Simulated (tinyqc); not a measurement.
Pariser-Parr-Pople SCF with singles CI, for the molecule C=C1C=CC=CC=C1N (SMILES; centres numbered as the heavy atoms are written), step by step. One step of it, computed by the program tinyqc.

Question. Singles CI, triplets. Over the 4 single excitations with the smallest orbital gaps: A = (e_a - e_i) delta - (ij|ab), with (pq|rs) = sum c_mp c_mq gamma_mn c_nr c_ns.

orbital energies (eV): -13.971725  -12.109374  -11.361159  -9.872613  -7.572783  -2.007579  -1.398196  1.696585  2.168984

coefficients:
```
,MO1,MO2,MO3,MO4,MO5,MO6,MO7,MO8,MO9
1C,0.184161,-0.002653,0.351320,-0.302403,0.573564,0.006124,0.550596,0.002321,-0.345008
2C,0.414161,-0.015539,0.485389,-0.279487,0.149060,-0.009904,-0.392703,0.000935,0.581362
3C,0.267862,-0.310382,0.398967,0.193600,-0.376384,-0.489967,-0.109270,0.246552,-0.425203
4C,0.208081,-0.483786,0.121215,0.406826,-0.179479,0.271753,0.433748,-0.413811,0.277513
5C,0.191722,-0.484585,-0.271930,0.184288,0.378127,0.371619,-0.251711,0.516698,-0.095379
6C,0.240459,-0.316856,-0.472805,-0.206119,0.241239,-0.465158,-0.187345,-0.509654,-0.079616
7C,0.350006,-0.012217,-0.377134,-0.401504,-0.361253,-0.108412,0.442451,0.409488,0.261174
8C,0.545143,0.299210,-0.072509,-0.110272,-0.263563,0.493019,-0.192126,-0.254476,-0.426229
9N,0.406503,0.494439,-0.148750,0.614523,0.271632,-0.276864,0.106867,0.093827,0.140920
```

repulsion gamma_rs (eV):
```
,1C,2C,3C,4C,5C,6C,7C,8C,9N
1C,11.130000,5.344764,3.929244,2.871285,2.475966,2.476344,2.871502,3.929424,3.950386
2C,5.344764,11.130000,5.346273,3.773541,3.243428,3.243926,3.773156,5.345539,4.232794
3C,3.929244,5.346273,11.130000,5.345136,3.772432,3.243627,3.243332,3.773156,3.030210
4C,2.871285,3.773541,5.345136,11.130000,5.345691,3.773721,3.243627,3.243926,2.593485
5C,2.475966,3.243428,3.772432,5.345691,11.130000,5.345691,3.772432,3.243428,2.593071
6C,2.476344,3.243926,3.243627,3.773721,5.345691,11.130000,5.345136,3.773541,3.029968
7C,2.871502,3.773156,3.243332,3.243627,3.772432,5.345136,11.130000,5.346273,4.232585
8C,3.929424,5.345539,3.773156,3.243926,3.243428,3.773541,5.346273,11.130000,5.922090
9N,3.950386,4.232794,3.030210,2.593485,2.593071,3.029968,4.232585,5.922090,16.800000
```

Give: triplet CI matrix; triplet excitation energies.

Answer.

triplet CI matrix (eV):
```
,5>6,5>7,4>6,4>7
5>6,1.0933,0.0923,-0.1758,0.3585
5>7,0.0923,1.3228,0.3585,0.3116
4>6,-0.1758,0.3585,3.2722,0.1926
4>7,0.3585,0.3116,0.1926,3.9290
```

triplet excitation energies (eV): 1.0020  1.2602  3.2841  4.0711
